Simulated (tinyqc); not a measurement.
Inside a calculation (part 2 of 3). Method: UHF in the sto-6g basis, for BeH2, spin multiplicity 1. Computed by tinyqc, a small Python program that keeps every step (integrals from PySCF). Command: `OMP_NUM_THREADS=1 python tinyqc.py 22780 22781 out.jsonl` (the two numbers bound the seeds that draw the settings). One thread of a shared host (Intel(R) Xeon(R) Processor @ 2.60GHz), about 0.2 s of CPU time with the checks.

Geometry (angstrom):
```
atom         x          y         z
Be    0.000000   0.000000  0.000000
H     0.000000   1.451000  0.132000
H     0.000000  -1.516000  0.138000
```

## Iteration 1: diagonalisation and new density

F(alpha) (hartree):
```
            1Be 1s     1Be 2s    1Be 2px    1Be 2py    1Be 2pz      2H 1s      3H 1s
1Be 1s   -4.130063  -1.150719  -0.008579   0.002139   0.002294  -0.261145  -0.226008
1Be 2s   -1.150719  -0.465246  -0.144076  -0.013608  -0.038498  -0.304969  -0.277130
1Be 2px  -0.008579  -0.144076   0.338234   0.083896  -0.016025  -0.021466  -0.081600
1Be 2py   0.002139  -0.013608   0.083896  -0.126133  -0.002732  -0.260727   0.249387
1Be 2pz   0.002294  -0.038498  -0.016025  -0.002732   0.381919  -0.025116  -0.023437
2H 1s    -0.261145  -0.304969  -0.021466  -0.260727  -0.025116  -0.173868  -0.019895
3H 1s    -0.226008  -0.277130  -0.081600   0.249387  -0.023437  -0.019895  -0.193330
```

F(beta) (hartree):
```
            1Be 1s     1Be 2s    1Be 2px    1Be 2py    1Be 2pz      2H 1s      3H 1s
1Be 1s   -4.130063  -1.150719   0.008579   0.002139   0.002294  -0.261145  -0.226008
1Be 2s   -1.150719  -0.465246   0.144076  -0.013608  -0.038498  -0.304969  -0.277130
1Be 2px   0.008579   0.144076   0.338234  -0.083896   0.016025   0.021466   0.081600
1Be 2py   0.002139  -0.013608  -0.083896  -0.126133  -0.002732  -0.260727   0.249387
1Be 2pz   0.002294  -0.038498   0.016025  -0.002732   0.381919  -0.025116  -0.023437
2H 1s    -0.261145  -0.304969   0.021466  -0.260727  -0.025116  -0.173868  -0.019895
3H 1s    -0.226008  -0.277130   0.081600   0.249387  -0.023437  -0.019895  -0.193330
```

X:
```
                 1          2          3         4          5          6          7
1Be 1s   -0.043831  -0.359155   0.872241  0.000000  -0.345705   0.183429   0.181688
1Be 2s    0.196896   1.114067  -0.098088  0.000000  -0.058217   0.372573   0.375164
1Be 2px   0.000000   0.000000   0.000000  1.000000   0.000000   0.000000   0.000000
1Be 2py   1.243524  -0.165793  -0.005575  0.000000   0.002281  -0.396504   0.385253
1Be 2pz   0.018477   0.103833   0.386048  0.000000   0.918247   0.032835   0.032894
2H 1s    -1.021957  -0.588289  -0.262955  0.000000   0.106517  -0.023762   0.520914
3H 1s     0.767447  -0.823579  -0.275437  0.000000   0.111230   0.524926  -0.017242
```

D(alpha) at the start:
```
            1Be 1s     1Be 2s    1Be 2px    1Be 2py    1Be 2pz      2H 1s      3H 1s
1Be 1s    1.061463  -0.231464  -0.068385  -0.012462  -0.024473  -0.007411  -0.003200
1Be 2s   -0.231464   0.836098   0.292442   0.048091   0.102694   0.067053   0.047677
1Be 2px  -0.068385   0.292442   0.151647  -0.204219   0.036330   0.026258   0.009191
1Be 2py  -0.012462   0.048091  -0.204219   0.995905   0.004288  -0.008105   0.036946
1Be 2pz  -0.024473   0.102694   0.036330   0.004288   0.012632   0.008300   0.005840
2H 1s    -0.007411   0.067053   0.026258  -0.008105   0.008300   0.005647   0.003523
3H 1s    -0.003200   0.047677   0.009191   0.036946   0.005840   0.003523   0.003996
```

D(beta) at the start:
```
            1Be 1s     1Be 2s    1Be 2px    1Be 2py    1Be 2pz      2H 1s      3H 1s
1Be 1s    1.061463  -0.231464   0.068385  -0.012462  -0.024473  -0.007411  -0.003200
1Be 2s   -0.231464   0.836098  -0.292442   0.048091   0.102694   0.067053   0.047677
1Be 2px   0.068385  -0.292442   0.151647   0.204219  -0.036330  -0.026258  -0.009191
1Be 2py  -0.012462   0.048091   0.204219   0.995905   0.004288  -0.008105   0.036946
1Be 2pz  -0.024473   0.102694  -0.036330   0.004288   0.012632   0.008300   0.005840
2H 1s    -0.007411   0.067053  -0.026258  -0.008105   0.008300   0.005647   0.003523
3H 1s    -0.003200   0.047677  -0.009191   0.036946   0.005840   0.003523   0.003996
```

overlap S:
```
           1Be 1s    1Be 2s   1Be 2px    1Be 2py   1Be 2pz     2H 1s      3H 1s
1Be 1s   1.000000  0.254764  0.000000   0.000000  0.000000  0.055608   0.048068
1Be 2s   0.254764  1.000000  0.000000   0.000000  0.000000  0.414444   0.389535
1Be 2px  0.000000  0.000000  1.000000   0.000000  0.000000  0.000000   0.000000
1Be 2py  0.000000  0.000000  0.000000   1.000000  0.000000  0.488131  -0.467235
1Be 2pz  0.000000  0.000000  0.000000   0.000000  1.000000  0.044406   0.042532
2H 1s    0.055608  0.414444  0.000000   0.488131  0.044406  1.000000   0.023019
3H 1s    0.048068  0.389535  0.000000  -0.467235  0.042532  0.023019   1.000000
```

A level shift of 0.2 hartree raises the virtual space: F + shift (S - S D(s) S), with D(s) the density of one spin. Diagonalise F' = X^T F X, C = X C', fill 3 alpha and 3 beta electrons from the bottom; D(s) = C_occ C_occ^T. Each column has its largest component positive (the first on a tie).

F' = X^T F X (alpha) (hartree):
```
           1          2          3          4          5          6          7
1   0.864684  -0.011443   0.064855   0.048547  -0.026385   0.026308  -0.030695
2  -0.011443   0.444110   0.553528  -0.123174  -0.220424   0.138323   0.119101
3   0.064855   0.553528  -2.658875   0.043635   1.395438  -0.999672  -1.004193
4   0.048547  -0.123174   0.043635   0.507905  -0.023288  -0.191605  -0.044796
5  -0.026385  -0.220424   1.395438  -0.023288  -0.015535   0.429875   0.430159
6   0.026308   0.138323  -0.999672  -0.191605   0.429875  -0.630081  -0.389721
7  -0.030695   0.119101  -1.004193  -0.044796   0.430159  -0.389721  -0.673686
```

orbital energies (alpha) (hartree): MO1 -4.132644, MO2 -0.310111, MO3 -0.277365, MO4 0.448826, MO5 0.582289, MO6 0.651280, MO7 0.876245

coefficients C (alpha):
```
               MO1        MO2        MO3        MO4        MO5        MO6        MO7
1Be 1s    0.992823  -0.223014  -0.029753   0.111892   0.054472  -0.161206  -0.009740
1Be 2s    0.027589   0.660382   0.083791  -0.652562  -0.223741   0.800407   0.109761
1Be 2px   0.003331   0.234181  -0.106665  -0.643035   0.188601  -0.676343   0.165126
1Be 2py  -0.000919  -0.056747   0.595682   0.167653  -0.015550   0.020954   1.221747
1Be 2pz   0.000138   0.059367   0.008001   0.003749   0.959260   0.285674   0.010037
2H 1s    -0.001099   0.279788   0.374785   0.417871   0.090706  -0.579103  -1.002964
3H 1s    -0.002457   0.347818  -0.309875   0.802794   0.026173  -0.395568   0.782750
```

F' = X^T F X (beta) (hartree):
```
           1          2          3          4          5          6          7
1   0.864684  -0.011443   0.064855  -0.048547  -0.026385   0.026308  -0.030695
2  -0.011443   0.444110   0.553528   0.123174  -0.220424   0.138323   0.119101
3   0.064855   0.553528  -2.658875  -0.043635   1.395438  -0.999672  -1.004193
4  -0.048547   0.123174  -0.043635   0.507905   0.023288   0.191605   0.044796
5  -0.026385  -0.220424   1.395438   0.023288  -0.015535   0.429875   0.430159
6   0.026308   0.138323  -0.999672   0.191605   0.429875  -0.630081  -0.389721
7  -0.030695   0.119101  -1.004193   0.044796   0.430159  -0.389721  -0.673686
```

orbital energies (beta) (hartree): MO1 -4.132644, MO2 -0.310111, MO3 -0.277365, MO4 0.448826, MO5 0.582289, MO6 0.651280, MO7 0.876245

coefficients C (beta):
```
               MO1        MO2        MO3        MO4        MO5        MO6        MO7
1Be 1s    0.992823  -0.223014  -0.029753   0.111892   0.054472  -0.161206  -0.009740
1Be 2s    0.027589   0.660382   0.083791  -0.652562  -0.223741   0.800407   0.109761
1Be 2px  -0.003331  -0.234181   0.106665   0.643035  -0.188601   0.676343  -0.165126
1Be 2py  -0.000919  -0.056747   0.595682   0.167653  -0.015550   0.020954   1.221747
1Be 2pz   0.000138   0.059367   0.008001   0.003749   0.959260   0.285674   0.010037
2H 1s    -0.001099   0.279788   0.374785   0.417871   0.090706  -0.579103  -1.002964
3H 1s    -0.002457   0.347818  -0.309875   0.802794   0.026173  -0.395568   0.782750
```

D(alpha) after iteration 1:
```
            1Be 1s     1Be 2s    1Be 2px    1Be 2py    1Be 2pz      2H 1s      3H 1s
1Be 1s    1.036318  -0.122376  -0.045745  -0.005980  -0.013341  -0.074639  -0.070788
1Be 2s   -0.122376   0.443887   0.145803   0.012413   0.039879   0.216140   0.203660
1Be 2px  -0.045745   0.145803   0.066229  -0.076831   0.013050   0.025541   0.114497
1Be 2py  -0.005980   0.012413  -0.076831   0.358058   0.001397   0.207376  -0.204322
1Be 2pz  -0.013341   0.039879   0.013050   0.001397   0.003589   0.019609   0.018169
2H 1s    -0.074639   0.216140   0.025541   0.207376   0.019609   0.218746  -0.018818
3H 1s    -0.070788   0.203660   0.114497  -0.204322   0.018169  -0.018818   0.217005
```

D(beta) after iteration 1:
```
            1Be 1s     1Be 2s    1Be 2px    1Be 2py    1Be 2pz      2H 1s      3H 1s
1Be 1s    1.036318  -0.122376   0.045745  -0.005980  -0.013341  -0.074639  -0.070788
1Be 2s   -0.122376   0.443887  -0.145803   0.012413   0.039879   0.216140   0.203660
1Be 2px   0.045745  -0.145803   0.066229   0.076831  -0.013050  -0.025541  -0.114497
1Be 2py  -0.005980   0.012413   0.076831   0.358058   0.001397   0.207376  -0.204322
1Be 2pz  -0.013341   0.039879  -0.013050   0.001397   0.003589   0.019609   0.018169
2H 1s    -0.074639   0.216140  -0.025541   0.207376   0.019609   0.218746  -0.018818
3H 1s    -0.070788   0.203660  -0.114497  -0.204322   0.018169  -0.018818   0.217005
```

## Iteration 2: building the Fock matrix

core Hamiltonian H = T + V (hartree):
```
            1Be 1s     1Be 2s    1Be 2px    1Be 2py    1Be 2pz      2H 1s      3H 1s
1Be 1s   -8.656861  -2.039205   0.000000  -0.001338  -0.002784  -0.449810  -0.388394
1Be 2s   -2.039205  -2.760293   0.000000  -0.007299  -0.023708  -1.117217  -1.032723
1Be 2px   0.000000   0.000000  -2.252763   0.000000   0.000000   0.000000   0.000000
1Be 2py  -0.001338  -0.007299   0.000000  -2.450014  -0.000624  -1.195032   1.126927
1Be 2pz  -0.002784  -0.023708   0.000000  -0.000624  -2.254396  -0.111043  -0.104766
2H 1s    -0.449810  -1.117217   0.000000  -1.195032  -0.111043  -2.095239  -0.078232
3H 1s    -0.388394  -1.032723   0.000000   1.126927  -0.104766  -0.078232  -2.034824
```

nuclear repulsion = 3.02164470 hartree

Given earlier and not repeated: Two-electron integrals (ij|kl) in chemists' order.

J_ij = sum D_kl (ij|kl) with D = D(alpha) + D(beta), K_ij = sum D_kl (ik|jl) for each spin; F = H + J - K(s); E = tr D H + tr D J / 2 - 0.5 sum_s tr D(s) K(s) + E_nn.

Coulomb J (hartree):
```
           1Be 1s    1Be 2s   1Be 2px    1Be 2py   1Be 2pz     2H 1s      3H 1s
1Be 1s   6.493788  1.189728  0.000000   0.002938  0.006398  0.265486   0.228293
1Be 2s   1.189728  2.652036  0.000000   0.014316  0.036971  1.041233   0.952480
1Be 2px  0.000000  0.000000  2.597730   0.000000  0.000000  0.000000   0.000000
1Be 2py  0.002938  0.014316  0.000000   2.765573  0.000615  1.203031  -1.115166
1Be 2pz  0.006398  0.036971  0.000000   0.000615  2.592808  0.114450   0.106294
2H 1s    0.265486  1.041233  0.000000   1.203031  0.114450  2.342990   0.062746
3H 1s    0.228293  0.952480  0.000000  -1.115166  0.106294  0.062746   2.249773
```

exchange K(alpha) (hartree):
```
            1Be 1s    1Be 2s    1Be 2px    1Be 2py    1Be 2pz     2H 1s      3H 1s
1Be 1s    2.326129  0.378248   0.001195  -0.000038  -0.000062  0.088798   0.076541
1Be 2s    0.378248  0.445100   0.089561   0.017243   0.037951  0.285433   0.256073
1Be 2px   0.001195  0.089561   0.114139  -0.047040   0.007672  0.019878   0.070011
1Be 2py  -0.000038  0.017243  -0.047040   0.484232   0.001764  0.319858  -0.291356
1Be 2pz  -0.000062  0.037951   0.007672   0.001764   0.089473  0.030387   0.027234
2H 1s     0.088798  0.285433   0.019878   0.319858   0.030387  0.501438   0.005454
3H 1s     0.076541  0.256073   0.070011  -0.291356   0.027234  0.005454   0.462576
```

exchange K(beta) (hartree):
```
            1Be 1s     1Be 2s    1Be 2px    1Be 2py    1Be 2pz      2H 1s      3H 1s
1Be 1s    2.326129   0.378248  -0.001195  -0.000038  -0.000062   0.088798   0.076541
1Be 2s    0.378248   0.445100  -0.089561   0.017243   0.037951   0.285433   0.256073
1Be 2px  -0.001195  -0.089561   0.114139   0.047040  -0.007672  -0.019878  -0.070011
1Be 2py  -0.000038   0.017243   0.047040   0.484232   0.001764   0.319858  -0.291356
1Be 2pz  -0.000062   0.037951  -0.007672   0.001764   0.089473   0.030387   0.027234
2H 1s     0.088798   0.285433  -0.019878   0.319858   0.030387   0.501438   0.005454
3H 1s     0.076541   0.256073  -0.070011  -0.291356   0.027234   0.005454   0.462576
```

F(alpha) (hartree):
```
            1Be 1s     1Be 2s    1Be 2px    1Be 2py    1Be 2pz      2H 1s      3H 1s
1Be 1s   -4.489202  -1.227725  -0.001195   0.001638   0.003677  -0.273122  -0.236642
1Be 2s   -1.227725  -0.553356  -0.089561  -0.010227  -0.024688  -0.361418  -0.336316
1Be 2px  -0.001195  -0.089561   0.230829   0.047040  -0.007672  -0.019878  -0.070011
1Be 2py   0.001638  -0.010227   0.047040  -0.168673  -0.001773  -0.311858   0.303117
1Be 2pz   0.003677  -0.024688  -0.007672  -0.001773   0.248939  -0.026980  -0.025705
2H 1s    -0.273122  -0.361418  -0.019878  -0.311858  -0.026980  -0.253687  -0.020941
3H 1s    -0.236642  -0.336316  -0.070011   0.303117  -0.025705  -0.020941  -0.247628
```

F(beta) (hartree):
```
            1Be 1s     1Be 2s    1Be 2px    1Be 2py    1Be 2pz      2H 1s      3H 1s
1Be 1s   -4.489202  -1.227725   0.001195   0.001638   0.003677  -0.273122  -0.236642
1Be 2s   -1.227725  -0.553356   0.089561  -0.010227  -0.024688  -0.361418  -0.336316
1Be 2px   0.001195   0.089561   0.230829  -0.047040   0.007672   0.019878   0.070011
1Be 2py   0.001638  -0.010227  -0.047040  -0.168673  -0.001773  -0.311858   0.303117
1Be 2pz   0.003677  -0.024688   0.007672  -0.001773   0.248939  -0.026980  -0.025705
2H 1s    -0.273122  -0.361418   0.019878  -0.311858  -0.026980  -0.253687  -0.020941
3H 1s    -0.236642  -0.336316   0.070011   0.303117  -0.025705  -0.020941  -0.247628
```

total energy of this density = -15.63204237 hartree

## Iteration 2: diagonalisation and new density

As before.

F' = X^T F X (alpha) (hartree):
```
           1          2          3          4          5          6          7
1   0.953262  -0.033474   0.059055   0.007531  -0.022240  -0.019740   0.040414
2  -0.033474   0.493312   0.598235  -0.045466  -0.232279   0.173285   0.152721
3   0.059055   0.598235  -2.956714   0.045373   1.461476  -1.040905  -1.048223
4   0.007531  -0.045466   0.045373   0.417583  -0.018204  -0.133695  -0.034693
5  -0.022240  -0.232279   1.461476  -0.018204  -0.177140   0.456353   0.458608
6  -0.019740   0.173285  -1.040905  -0.133695   0.456353  -0.777088  -0.414454
7   0.040414   0.152721  -1.048223  -0.034693   0.458608  -0.414454  -0.805813
```

orbital energies (alpha) (hartree): MO1 -4.491027, MO2 -0.419355, MO3 -0.384516, MO4 0.434682, MO5 0.448223, MO6 0.601813, MO7 0.957582

coefficients C (alpha):
```
               MO1        MO2        MO3        MO4        MO5        MO6        MO7
1Be 1s    0.994182  -0.207717  -0.006209  -0.030800   0.046268  -0.207405  -0.014127
1Be 2s    0.023108   0.597969   0.011725   0.209791  -0.180272   1.060522   0.114141
1Be 2px   0.000698   0.155053  -0.085110   0.903823   0.325294  -0.212845   0.026444
1Be 2py  -0.000546  -0.000668   0.510169  -0.010951   0.005605  -0.084690   1.269612
1Be 2pz  -0.000450   0.038753   0.001476  -0.284885   0.929899   0.240717   0.013141
2H 1s    -0.002385   0.372749   0.410211  -0.174580   0.047920  -0.681001  -0.969087
3H 1s    -0.003023   0.379232  -0.412936  -0.309942   0.011325  -0.757523   0.804341
```

F' = X^T F X (beta) (hartree):
```
           1          2          3          4          5          6          7
1   0.953262  -0.033474   0.059055  -0.007531  -0.022240  -0.019740   0.040414
2  -0.033474   0.493312   0.598235   0.045466  -0.232279   0.173285   0.152721
3   0.059055   0.598235  -2.956714  -0.045373   1.461476  -1.040905  -1.048223
4  -0.007531   0.045466  -0.045373   0.417583   0.018204   0.133695   0.034693
5  -0.022240  -0.232279   1.461476   0.018204  -0.177140   0.456353   0.458608
6  -0.019740   0.173285  -1.040905   0.133695   0.456353  -0.777088  -0.414454
7   0.040414   0.152721  -1.048223   0.034693   0.458608  -0.414454  -0.805813
```

orbital energies (beta) (hartree): MO1 -4.491027, MO2 -0.419355, MO3 -0.384516, MO4 0.434682, MO5 0.448223, MO6 0.601813, MO7 0.957582

coefficients C (beta):
```
               MO1        MO2        MO3        MO4        MO5        MO6        MO7
1Be 1s    0.994182  -0.207717  -0.006209   0.030800   0.046268  -0.207405  -0.014127
1Be 2s    0.023108   0.597969   0.011725  -0.209791  -0.180272   1.060522   0.114141
1Be 2px  -0.000698  -0.155053   0.085110   0.903823  -0.325294   0.212845  -0.026444
1Be 2py  -0.000546  -0.000668   0.510169   0.010951   0.005605  -0.084690   1.269612
1Be 2pz  -0.000450   0.038753   0.001476   0.284885   0.929899   0.240717   0.013141
2H 1s    -0.002385   0.372749   0.410211   0.174580   0.047920  -0.681001  -0.969087
3H 1s    -0.003023   0.379232  -0.412936   0.309942   0.011325  -0.757523   0.804341
```

D(alpha) after iteration 2:
```
            1Be 1s     1Be 2s    1Be 2px    1Be 2py    1Be 2pz      2H 1s      3H 1s
1Be 1s    1.031582  -0.101308  -0.030985  -0.003572  -0.008506  -0.082345  -0.079214
1Be 2s   -0.101308   0.358238   0.091735   0.005570   0.023180   0.227647   0.221858
1Be 2px  -0.030985   0.091735   0.031286  -0.043525   0.005883   0.022881   0.093944
1Be 2py  -0.003572   0.005570  -0.043525   0.260273   0.000727   0.209030  -0.210919
1Be 2pz  -0.008506   0.023180   0.005883   0.000727   0.001504   0.015051   0.014088
2H 1s    -0.082345   0.227647   0.022881   0.209030   0.015051   0.307221  -0.028025
3H 1s    -0.079214   0.221858   0.093944  -0.210919   0.014088  -0.028025   0.314342
```

D(beta) after iteration 2:
```
            1Be 1s     1Be 2s    1Be 2px    1Be 2py    1Be 2pz      2H 1s      3H 1s
1Be 1s    1.031582  -0.101308   0.030985  -0.003572  -0.008506  -0.082345  -0.079214
1Be 2s   -0.101308   0.358238  -0.091735   0.005570   0.023180   0.227647   0.221858
1Be 2px   0.030985  -0.091735   0.031286   0.043525  -0.005883  -0.022881  -0.093944
1Be 2py  -0.003572   0.005570   0.043525   0.260273   0.000727   0.209030  -0.210919
1Be 2pz  -0.008506   0.023180  -0.005883   0.000727   0.001504   0.015051   0.014088
2H 1s    -0.082345   0.227647  -0.022881   0.209030   0.015051   0.307221  -0.028025
3H 1s    -0.079214   0.221858  -0.093944  -0.210919   0.014088  -0.028025   0.314342
```
